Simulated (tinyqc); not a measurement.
Worked calculation: Monte Carlo simulation of one carrier in a uniform electric field. Computed by tinyqc, a small Python program that keeps every step. Command: `OMP_NUM_THREADS=1 python tinyqc.py 3017274 3017275 out.jsonl mcfl walk`. One thread of a shared host (Intel(R) Xeon(R) Processor @ 2.30GHz), about 2 s of CPU time with the checks. Intermediate numbers are printed to about 7 digits and carried at full precision; extremes and crossings named in words are read from the listed rows.

The force e F acts along +z. Flights end at the constant total rate Gamma; the part of Gamma that the real rates do not fill is self-scattering, which leaves k unchanged. One valley, no impurities and no intervalley scattering.

Inputs (values chosen for the exercise, for a model polar semiconductor):

| quantity | value | unit |
|---|---|---|
| effective mass m | 0.43 | m_0 |
| non-parabolicity alpha | 0.11 | 1/eV |
| static permittivity eps_s | 8.9 | - |
| high-frequency permittivity eps_inf | 5.49 | - |
| density rho | 4060 | kg/m^3 |
| sound velocity v_l | 5460 | m/s |
| acoustic deformation potential D_A | 12 | eV |
| optical phonon energy hbar w | 43.3 | meV |
| lattice temperature T | 300 | K |
| electric field F | 0.62 | kV/cm |
| energy E_max up to which Gamma must cover the rates | 0.4 | eV |
| seed of the random numbers | 69299 | - |

Crystal: polar. Band: Kane.

starting wave vector (1/nm): 0.25  0.068  -0.022

Constants: k_B = 1.380649e-23 J/K; e = 1.602176634e-19 C; hbar = 1.054571817e-34 J s; m_0 = 9.1093837015e-31 kg; hbar = 6.582119569e-16 eV s; eps_0 = 8.8541878128e-12 F/m; k_B = 8.617333262e-05 eV/K.

## Total rate Gamma

Kane band: hbar^2 k^2/(2 m) = E (1 + alpha E), speed v = hbar k/(m (1 + 2 alpha E)), states per spin, volume and energy g(E) = m k (1 + 2 alpha E)/(2 pi^2 hbar^2); overlap factors are set to 1. Masses are multiplied by m_0 and all formulas are in SI units. Phonon occupation N_q = 1/(exp(hbar w/(k_B T)) - 1). Acoustic deformation potential (elastic, equipartition, absorption and emission together): 1/tau = 2 pi k_B T D_A^2 g(E)/(hbar rho v_l^2). Polar optical, unscreened: W = e^2 w (1/eps_inf - 1/eps_s) m (1 + 2 alpha E') ln|(k + k')/(k - k')| / (4 pi eps_0 hbar^2 k), times N_q for absorption (E' = E + hbar w) and N_q + 1 for emission (E' = E - hbar w > 0), with alpha = 0 for a parabolic band; mean cosine of the angle <cos> = (k^2 + k'^2)/(2 k k') - 1/ln|(k + k')/(k - k')|. Gamma is 1.05 times the largest total rate on the grid E = (j + 1/2) E_max/400, j = 0..399.

largest total rate = 127.6245 1e12/s

energy of the largest rate = 399.5 meV

Gamma = 134.0057 1e12/s

## Flight 1

Random numbers (0.02 to 0.98, from up to 60 sets tried for early real events), one row a flight:
```
       r1      r2      r3      r4
1  0.2715  0.0391  0.0769  0.5390
2  0.5038  0.0791  0.4125  0.8242
3  0.3457  0.8094  0.6863  0.0252
4  0.6239  0.0293  0.9718  0.3829
5  0.5674  0.7010  0.3949  0.7027
6  0.8718  0.6842  0.2333  0.2543
7  0.6138  0.7852  0.1720  0.9284
```

Flight: t = -ln(r1)/Gamma; k_z grows by e F t/hbar; E follows from the band; dz = (E_end - E_start)/(e F). Use row 1 of the random numbers.

flight time t = 9.729383 fs

k at the end of the flight (1/nm): 0.2500000  0.0680000  -0.0210835

energy at the end = 5.982919 meV

displacement dz = -0.05635261 nm

## Scattering event 1

Choice: with cumulative rates in the order acoustic, absorption, emission, the process is the first whose sum exceeds r2 Gamma; if none, self-scattering. Final state: E' = E, E + hbar w or E - hbar w gives k'. Isotropic processes: cos(theta) = 1 - 2 r3 from the z axis, phi = 2 pi r4, k' (sin theta cos phi, sin theta sin phi, cos theta). Polar processes: cos(b) = [1 + xi - (1 + 2 xi)^r3]/xi, xi = 2 k k'/(k - k')^2, b from the old direction n; new direction cos b n + sin b (cos phi e1 + sin phi e2), e1 = (z x n)/|z x n|, e2 = n x e1.

cumulative rates (1e12/s): acoustic 3.50025, absorption 27.75826, emission 27.75826

r2 Gamma = 5.239624 1e12/s

Process chosen: absorption

k after event 1, the start of the next flight (1/nm): 0.7330170  -0.0812314  -0.1237611

## Flight 2

Use row 2 of the random numbers.

flight time t = 5.116019 fs

k at the end of the flight (1/nm): 0.7330170  -0.0812314  -0.1232792

energy at the end = 49.27248 meV

displacement dz = -0.1683085 nm

## Scattering event 2

The formulas are those given above.

cumulative rates (1e12/s): acoustic 10.16452, absorption 31.85250, emission 76.40894

r2 Gamma = 10.59985 1e12/s

Process chosen: absorption

k after event 2, the start of the next flight (1/nm): 0.7655551  0.1830085  -0.6601958

## All printed flights

Drift estimate: sum dz / sum t.

Flights:

| flight | t (fs) | E at the end (meV) | dz (nm) | process | k_x (1/nm) | k_y (1/nm) | k_z (1/nm) |
|---|---|---|---|---|---|---|---|
| 1 | 9.729383 | 5.98292 | -0.056353 | absorption | 0.7330170 | -0.0812314 | -0.1237611 |
| 2 | 5.116019 | 49.27248 | -0.168308 | absorption | 0.7655551 | 0.1830085 | -0.6601958 |
| 3 | 7.926406 | 92.48693 | -1.379972 | emission | 0.1373822 | 0.7256077 | -0.1129328 |
| 4 | 3.520485 | 49.18037 | -0.105738 | acoustic | -0.1833534 | 0.1659984 | -0.7049010 |
| 5 | 4.228854 | 49.13116 | -0.793735 | self-scattering | -0.1833534 | 0.1659984 | -0.7045027 |
| 6 | 1.023801 | 49.11925 | -0.192096 | self-scattering | -0.1833534 | 0.1659984 | -0.7044063 |
| 7 | 3.642278 | 49.07689 | -0.683193 | self-scattering | -0.1833534 | 0.1659984 | -0.7040632 |

drift estimate from these flights = -96040.37 m/s

3 of the 7 flights end in self-scattering. So few flights say little about the drift velocity: the estimate is noise at this length.

## Low-field mobility from the linear Boltzmann equation

On the grid E_j = (j + 1/2) hbar w/12 up to 20 k_B T + 2 hbar w, solve (sum of rates) l(E) = v(E) + W_abs <cos> l(E + hbar w) + W_em <cos> l(E - hbar w); mu_0 = e sum g v l exp(-E/k_B T)/(3 k_B T sum g exp(-E/k_B T)).

low-field mobility mu_0 = 108.1483 cm^2/(V s)

## Long runs: velocity against field

Each row: 250 carriers from a thermal start, 1600 flights each, the first half discarded, random numbers not printed; the error is the standard error over ten groups; the mean energy is taken at the ends of flights, which sample time evenly. Fields at which more than 0.02 % of the events exceed Gamma are left out.

Monte Carlo results:

| F (kV/cm) | drift velocity (1e5 m/s) | error (1e5 m/s) | mu_0 F (1e5 m/s) | mean energy (meV) | real events (%) |
|---|---|---|---|---|---|
| 0.15 | -0.00309 | 0.0056 | 0.00162222 | 38.5 | 39.5 |
| 0.31 | -0.00358 | 0.0052 | 0.00335260 | 38.5 | 39.5 |
| 0.62 | 0.00343 | 0.0050 | 0.00670519 | 38.7 | 39.5 |
| 1.20 | 0.00872 | 0.0048 | 0.01297779 | 39.0 | 39.5 |
| 2.50 | 0.02680 | 0.0057 | 0.02703707 | 38.9 | 39.6 |

At the lowest field the drift velocity is -1.90 +/- 3.45 of the ohmic value mu_0 F, at the highest 0.99 +/- 0.21. The mean energy goes from 38 to 39 meV against the parabolic-band thermal value 3 k_B T/2 = 39 meV: the curve ends near the ohmic line. Only 40 to 40 % of the events are real; the rest is the price of a constant Gamma.

Checks made by the program: energy gained in the printed flights against e F dz (relative difference 4e-08).
